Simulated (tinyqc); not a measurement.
Worked calculation: global model of a low-pressure process discharge: electron temperature, density, ion flux and ion energy. Computed by tinyqc, a small Python program that keeps every step. Command: `OMP_NUM_THREADS=1 python tinyqc.py 3112632 3112633 out.jsonl plasma walk`. One thread of a shared host (Intel(R) Xeon(R) Processor @ 2.30GHz), about 0.01 s of CPU time with the checks. Intermediate numbers are printed to about 6 digits and carried at full precision; extremes and crossings named in words are read from the listed rows.

Maxwellian electrons with temperature T_e in eV, one positive ion, no negative ions, uniform bulk density n; rate constants have the Arrhenius form.

Inputs (values chosen for the exercise, of the order of those of an inductive discharge in a simple atomic gas): ion mass M = 35.5 u; ionisation prefactor K0 = 4e-14 m^3/s; ionisation energy E_iz = 16.4 eV; excitation prefactor X0 = 1.6e-14 m^3/s; excitation energy E_ex = 9.78 eV; elastic rate constant K_el = 8.3e-14 m^3/s; ion-neutral cross section = 7.7e-19 m^2; pressure p = 6.5 Pa; gas temperature T_g = 300 K; radius R = 11 cm; height L = 5.3 cm; absorbed power P = 820 W; bias power P_b = 49 W; radius of the biased electrode = 10 cm; bias frequency = 0.4 MHz; mixing = 0.3.

Constants: k_B = 1.380649e-23 J/K; e = 1.602176634e-19 C; u = 1.6605390666e-27 kg; m_0 = 9.1093837015e-31 kg; eps_0 = 8.8541878128e-12 F/m.

## Geometry factors

n_g = p/(k_B T_g); lambda_i = 1/(n_g sigma); h_L = 0.86/sqrt(3 + L/(2 lambda_i)), h_R = 0.8/sqrt(4 + R/lambda_i); A_eff = 2 pi R^2 h_L + 2 pi R L h_R; d_eff = pi R^2 L/A_eff.

gas density n_g = 1.56931e+21 1/m^3

ion mean free path = 0.0827562 cm

h_L = 0.145321

h_R = 0.0683684

A_eff = 135.527 cm^2

d_eff = 14.8657 cm

Caution: at so short an ion path the formulas for h_L and h_R give way to the ambipolar-diffusion limit.

## A fixed-point cycle for T_e

Particle balance: K0 exp(-E_iz/T_e) n_g d_eff = u_B, u_B = sqrt(e T_e/M). Cycle: T_out = T sqrt(loss/creation) with loss/creation = u_B/(K0 exp(-E_iz/T) n_g d_eff); T -> T + mixing (T_out - T), kept between 0.3 and 60 eV, from 3 eV; stop at |T_out - T| < 1e-9 eV or after 60 steps.

Course:
```
step   T (eV)  T_out (eV)  residual (eV)
0     3.00000     0.80734   -2.19266e+00
1     2.34220     1.27664   -1.06556e+00
2     2.02253     1.84808   -1.74452e-01
3     1.97020     1.99187    2.16732e-02
4     1.97670     1.97289   -3.80347e-03
5     1.97556     1.97620    6.43407e-04
6     1.97575     1.97564   -1.09556e-04
7     1.97572     1.97574    1.86341e-05
8     1.97572     1.97572   -3.17001e-06
9     1.97572     1.97572    5.39262e-07
10    1.97572     1.97572   -9.17363e-08
11    1.97572     1.97572    1.56057e-08
12    1.97572     1.97572   -2.65475e-09
13    1.97572     1.97572    4.51610e-10
```

last residual = 4.51610e-10 eV

Converged in 14 steps.

## Electron temperature

Root found by bracketing.

T_e = 1.97572 eV

Bohm velocity u_B = 2317.28 m/s

K_iz = 9.93310e-18 m^3/s

## Energy per pair and density

E_c = E_iz + (X0 exp(-E_ex/T_e) E_ex + K_el (3 m_0/M) T_e)/K_iz; wall potential V_s = (T_e/2) ln(M/(2 pi m_0)); E_T = E_c + 2 T_e + T_e/2 + V_s; n = P/(e u_B A_eff E_T); ion current density J = e h_L n u_B; ionised share n/n_g.

collisional loss per pair E_c = 128.743 eV

wall potential V_s = 9.12767 V

E_T = 142.810 eV

plasma density n = 1.14114e+12 1/cm^3

ion current density J = 6.15686 mA/cm^2

ionised share = 7.27162e-04

Collisions take 90 % of the power and the walls the rest. T_e came from the particle balance alone; the power sets only n.

## Biased electrode

All bias power goes to ions: V_b = P_b/(J pi r^2). Debye length at the sheath edge lambda_D = sqrt(eps_0 T_e/(e h_L n)); Child-law sheath s = (sqrt2/3) lambda_D (2 V/T_e)^(3/4), V = V_b + V_s; ion transit time tau_i = 3 s sqrt(M/(2 e V)); collisions in the sheath s/lambda_i.

bias voltage V_b = 25.3330 V

lambda_D = 25.6595 micrometre

sheath width s = 0.173625 mm

ion transit time = 38.0575 ns

transit time over bias period = 0.0152230

s/lambda_i = 0.209803

Ions cross within a small part of a period and sample the instantaneous voltage: a broad, two-peaked energy distribution.

## Pressure series at fixed power

n_g = p/(k_B T_g), lambda_i = 1/(n_g sigma), K_iz = K0 exp(-E_iz/T_e), h_L = 0.86/sqrt(3 + L/(2 lambda_i)), h_R = 0.8/sqrt(4 + R/lambda_i), A_eff = 2 pi R^2 h_L + 2 pi R L h_R and d_eff = pi R^2 L/A_eff follow p. E_c = E_iz + (X0 exp(-E_ex/T_e) E_ex + K_el (3 m_0/M) T_e)/K_iz; E_T = E_c + (5/2) T_e + (T_e/2) ln(M/(2 pi m_0)); n = P/(e u_B A_eff E_T); J = e h_L n u_B. Pressures without a root below 2 E_iz are left out.

Against pressure:
```
p (Pa)  T_e (eV)  E_c (eV)  E_T (eV)   n (1/cm^3)  J (mA/cm^2)
0.1      7.36416    26.018    78.451  3.10896e+11      10.2547
0.2      5.14974    30.560    67.225  4.72650e+11      12.2047
0.5      3.68137    40.055    66.266  6.83124e+11      12.7381
1.0      3.00752    51.814    73.227  8.38633e+11      11.7344
2.0      2.52814    70.215    88.215  9.78876e+11       9.8617
5.0      2.07774   111.587   126.380  1.11521e+12       6.9465
10.0     1.82781   164.116   177.130  1.17069e+12       4.9731
20.0     1.63080   246.709   258.320  1.18661e+12       3.4162
```

T_e falls from 7.36 to 1.63 eV, n changes by a factor 3.8 and J by 0.33; in J = P h_L/(A_eff E_T), E_T changes by a factor 3.29 and is least at 0.5 Pa, between wall losses at high T_e and excitation losses at low T_e.

Checks made by the program: cycle against bracketing (relative difference below 1e-10).
